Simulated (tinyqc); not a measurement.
Shockley-Read-Hall recombination through one deep level: sweeps and comparisons. A value that a table varies takes the place of the one given here.

One level at Et with degeneracy 1: tn = 1/(sn vth Nt), tp = 1/(sp_ vth Nt), n1 = Nc exp((Et - Eg)/kT), p1 = Nv exp(-Et/kT), ni^2 = n1 p1. Equilibrium n0 = Nm, p0 = ni^2/Nm; n = n0 + dn, p = p0 + dn. U = (n p - ni^2)/(tp (n + n1) + tn (p + p1)), lifetime dn/U; emission rates en = sn vth n1, ep = sp_ vth p1.

Constants: kB = 8.617333262e-05 eV/K.

Inputs chosen for the exercise (gap and densities of states near those of SiC at this temperature; shifted at random, so the results belong to these values and not to a real crystal): E1 = 0.777 eV (level (+1/0) above Ev); E2 = 2.094 eV (level (0/-1) above Ev); gm = 2 (degeneracy of the middle state, the others 1); T = 300 K; Eg = 3.229 eV (gap); Nc = 1.82e+19 1/cm^3 (conduction-band density of states); Nv = 3.24e+19 1/cm^3 (valence-band density of states); Nd = 2.1e+14 1/cm^3 (ionised shallow donors minus acceptors); Et = 0.777 eV (recombination level above Ev); Nt = 2.4e+14 1/cm^3 (defects); sn = 4.3e-16 cm^2 (electron capture cross-section); sp_ = 1.2e-15 cm^2 (hole capture cross-section); vth = 25000000 cm/s (thermal velocity, both carriers); Nm = 3.6e+16 1/cm^3 (equilibrium electrons for the lifetime steps); dn = 6.7e+13 1/cm^3 (excess pairs).

## Charge state against the Fermi level (deep level with several charge states)

Energies from Ev. The defect has charge states +1, 0, -1 with weights 1, gm exp((EF - E1)/kT), exp((2 EF - E1 - E2)/kT); the shares are the weights over their sum. Boltzmann carriers: n = Nc exp((EF - Eg)/kT), p = Nv exp(-EF/kT). Neutrality: p - n + Nd + Nt <q> = 0.

Shares:
```
EF (eV)     +1      0     -1     <q>
0.194    1.000  0.000  0.000   1.000
0.452    1.000  0.000  0.000   1.000
0.710    0.870  0.130  0.000   0.870
0.969    0.000  1.000  0.000   0.000
1.227    0.000  1.000  0.000   0.000
1.485    0.000  1.000  0.000   0.000
1.744    0.000  1.000  0.000   0.000
2.002    0.000  0.986  0.014  -0.014
2.260    0.000  0.003  0.997  -0.997
2.519    0.000  0.000  1.000  -1.000
2.777    0.000  0.000  1.000  -1.000
3.035    0.000  0.000  1.000  -1.000
```

Where the levels are several kT apart the middle state rules between about E1 - kT ln gm = 0.759 and E2 + kT ln gm = 2.112 eV; its largest share listed is 1.000. Each step spreads from 10 % to 90 % over 4.4 kT = 0.114 eV.

## Defects against doping (deep level with several charge states)

Nt takes the listed multiples of |Nd|; the resistivity uses mobilities of 1000 (electrons) and 300 (holes) cm^2/(V s), chosen for the exercise, and e = 1.602176634e-19 C.

Neutral state:
```
Nt/|Nd|  EF (eV)  n (1/cm^3)  p (1/cm^3)  rho (ohm cm)
0.01      2.9348    2.08e+14    1.61e-30          30.0
0.10      2.9323    1.89e+14    1.78e-30          33.0
0.30      2.9258    1.47e+14    2.28e-30          42.5
0.60      2.9114    8.40e+13    4.00e-30          74.3
0.90      2.8755    2.10e+13    1.60e-29           297
1.10      2.1714        31.2    1.08e-17      2.00e+14
1.50      2.1298        6.24    5.38e-17      1.00e+15
3.00      2.0940        1.56    2.15e-16      4.00e+15
10.00     2.0551       0.346    9.69e-16      1.80e+16
```

EF goes from 2.935 to 2.055 eV and the resistivity from 30 to 1.8e+16 ohm cm, with a largest value of 1.8e+16 (values above about 1e13 are formal: hopping and surfaces conduct more). The largest move of EF, -0.704 eV, comes between Nt/|Nd| = 0.9 and 1.1; the levels lie at 0.777 and 2.094 eV. A defect can take up to one carrier of either sign, so the doping can be cancelled no earlier than Nt = |Nd|, there only if EF lies well beyond the level that takes the carriers and otherwise at larger Nt (mean charge -0.10 in the last row).

## Lifetime against injection

Recombination:
```
dn (1/cm^3)  lifetime (microsecond)  U (1/(cm^3 s))
1.0e+11                      0.1389        7.20e+17
1.0e+12                      0.1389        7.20e+18
1.0e+13                      0.1390        7.19e+19
1.0e+14                      0.1400        7.14e+20
1.0e+15                      0.1494        6.70e+21
1.0e+16                      0.2231        4.48e+22
1.0e+17                      0.4239        2.36e+23
1.0e+18                      0.5130        1.95e+24
```

The lifetime rises from 0.1389 to 0.513 microsecond; tn + tp = 0.5265. At low injection it is tp (1 + n1/n0) + tn p1/n0 with n1/Nm = 3.3e-39 and p1/Nm = 8e-11: re-emission is negligible, so minority capture alone counts. Auger and radiative paths are left out; they cut in at the highest injections, and in a doped direct-gap crystal the radiative one counts at all injections. dn = dp neglects trapped charge, which matters where the traps hold a charge comparable with dn, at low injection and with very unequal cross sections.

## Where a level does most harm

Et takes the values listed; G = Nt en ep/(en + ep) in a depleted region; the lifetime is for dn = 1e11 1/cm^3.

Results:
```
Et (eV)  lifetime (microsecond)  G (1/(cm^3 s))
0.194                     0.331        4.85e-26
0.452                     0.139        1.05e-21
0.710                     0.139        2.26e-17
0.969                     0.139        5.07e-13
1.227                     0.139        1.10e-08
1.485                     0.139        0.000236
1.744                     0.139         0.00117
2.002                     0.139        5.44e-08
2.260                     0.139        2.52e-12
2.519                     0.139        1.12e-16
2.777                     0.139        5.20e-21
3.035                     0.178        2.41e-25
```

Generation peaks where en = ep, at Eg/2 + (kT/2) ln(sp_ Nv/(sn Nc)) = 1.635 eV; the largest value listed is at 1.744 eV, and G falls by a decade for each 0.060 eV away from the peak. The lifetime is within a factor 2 of its minimum, 0.139 microsecond, from 0.452 to 3.035 eV: recombination tolerates a wide range of Et, generation a narrow one.

## What moves lifetime and leakage

G = Nt en ep/(en + ep). Each row changes one parameter from the base and keeps the others.

Results:
```
case                  lifetime (microsecond)  G (1/(cm^3 s))
base                                  0.1396        3.02e-16
Et = 0.817 eV                         0.1396        1.42e-15
sn = 8.6e-16 cm^2                     0.1392        6.04e-16
sp_ = 2.4e-15 cm^2                   0.07016        3.02e-16
Nt = 1.2e+14 1/cm^3                   0.2792        1.51e-16
Nm = 1.08e+17 1/cm^3                  0.1391        3.02e-16
dn = 2.01e+14 1/cm^3                  0.1410        3.02e-16
```

The largest shifts from the base row, up to three for each result and ties (the steps differ in size, so this ranks the rows, not the parameters). lifetime (microsecond): Nt +0.140, sp_ -0.0694, dn +0.00143; unchanged at the printed digits by Et. G (1/(cm^3 s)): Et +1.12e-15, sn +3.02e-16, Nt -1.51e-16; unchanged at the printed digits by sp_, Nm and dn.

tinyqc: `OMP_NUM_THREADS=1 python tinyqc.py 1651408 1651409 out.jsonl`; about 0.01 s, one thread, shared Intel(R) Xeon(R) Processor @ 2.30GHz.
